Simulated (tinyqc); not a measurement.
Wafer bonding and layer transfer: bond energy, gap closing, particles, bonding of dissimilar wafers and hydrogen blisters: one step, computed by the program tinyqc.

gamma is the energy per area of each of the two surfaces; plates are isotropic.

Question. Blistering after hydrogen implantation. A flat crack of radius r under a layer of thickness d, as a clamped plate: centre height w = 3 p r^4/(16 E' d^3), volume pi r^2 w/3, energy release G = 3 p^2 r^4/(32 E' d^3), E' = E1/(1 - nu^2). It grows when G = 2 gamma_s. The gas comes from the area pi r^2: p V = (dose x share/2) pi r^2 k_B T, and G = p w/2 = (3/2) N k_B T with N the H2 molecules per area. Share needed: G = 2 gamma_s. The pressure and height at growth are given for r = 10 d.

Inputs (values chosen for the exercise, for model wafers):
```
quantity                                      value        unit
Young's modulus E1                              158         GPa
Poisson ratio nu                               0.23           -
implant depth d                                0.26  micrometre
hydrogen dose                                   5.9   1e16/cm^2
share of the dose released as H2               0.42           -
surface energy of the weakened plane gamma_s   0.74       J/m^2
anneal temperature T                            775           K
```

Constants: k_B = 1.380649e-23 J/K.

Give: energy release G; share of the dose needed; pressure at growth; height at growth.

Answer.

energy release G = 1.989 J/m^2

share of the dose needed = 0.3126

pressure at growth = 31.83 MPa

height at growth = 93.00 nm

The released gas suffices: cracks grow, as blisters under a free surface or as a split under a bonded stiffener. In this plate limit G depends on neither r nor d.
